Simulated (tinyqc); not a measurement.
From results to parameters: diatomic chain. Computed by the program tinyqc.

Problem. A chain of two alternating masses has one spring constant k; at the zone edge omega^2 = 2k/M and 2k/m, and wavenumber = 521.4708 sqrt(omega^2) with omega^2 in eV/(angstrom^2 u). Find k, the heavier mass and the optical wavenumber at q = 0.

wavenumbers at the zone edge (cm^-1): 518.357514  617.632997
lighter mass = 35.500000 u

Solution. The upper value gives k = m omega^2/2, the ratio of the squares gives M/m, and at q = 0 omega^2 = 2k (1/m + 1/M), the sum of the two.

k = 24.900 eV/angstrom^2
heavier mass = 50.400 u
optical wavenumber at q = 0 = 806.328 cm^-1
